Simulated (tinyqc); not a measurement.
Linear model of a band gap against the share of exact exchange: sweeps and comparisons. A value that a table varies takes the place of the one given here.

E(alpha) = E0 + S alpha. A wider gap screens less, modelled in the Penn form eps(alpha) = 1 + (e0 - 1)(EP/(EP + S alpha))^2 with a scale EP chosen for the exercise. A dielectric-dependent hybrid takes alpha = 1/eps.

Values chosen for the exercise (of the order of those of Al2O3; the results hold for these values, not for the real material):
- E0 = 5.98 eV (gap of the semi-local functional)
- S = 9.06 eV (slope dE/d(alpha))
- e0 = 3.41 (optical dielectric constant at alpha = 0)
- EP = 27.8 eV (energy scale of the screening)
- Et = 8.79 eV (target gap)

## Sweep of alpha

Also the exciton scale relative to alpha = 0, (m/m(0))(eps(0)/eps)^2, with a mass proportional to E + D, D = E0/2 + 0.3 eV, a k.p rule for direct gaps only.

Results:
```
alpha  E (eV)    eps  alpha eps  exciton scale
0.00    5.980  3.410      0.000           1.00
0.05    6.433  3.333      0.167           1.10
0.10    6.886  3.260      0.326           1.20
0.15    7.339  3.191      0.479           1.31
0.20    7.792  3.124      0.625           1.42
0.25    8.245  3.061      0.765           1.54
0.35    9.151  2.942      1.030           1.80
0.50   10.510  2.782      1.391           2.24
```

What does this show, and why?

alpha eps reaches 1 between alpha = 0.25 and 0.35 (fixed point 0.338), and the target gap is met between 0.25 and 0.35. At the fixed point the gap is 9.05 eV, +0.26 eV from the target. From 0 to 0.25 the gap grows by 2.27 eV while eps falls by 10 %; the exciton scale, which takes both, grows by a factor of 1.54.

## What each parameter does

Fixed point alpha = 1/eps(alpha), gap and eps there. Each row changes one parameter from the base and keeps the others.

Results:
```
case            alpha  E (eV)    eps
base           0.3384   9.046  2.955
E0 = 5.382 eV  0.3384   8.448  2.955
S = 8.154 eV   0.3334   8.698  3.000
e0 = 3.069     0.3789   9.413  2.639
EP = 30.58 eV  0.3338   9.004  2.996
```

What does this show?

The largest shifts from the base row, up to three for each result and ties (the steps differ in size, so this ranks the rows, not the parameters). alpha: e0 +0.0405, S -0.0051, EP -0.0046; unchanged at the printed digits by E0. E (eV): E0 -0.598, e0 +0.367, S -0.348. eps: e0 -0.316, S +0.045, EP +0.041; unchanged at the printed digits by E0.

tinyqc: `OMP_NUM_THREADS=1 python tinyqc.py 1880265 1880266 out.jsonl`; about 0.01 s, one thread, shared Intel(R) Xeon(R) Processor @ 2.30GHz.
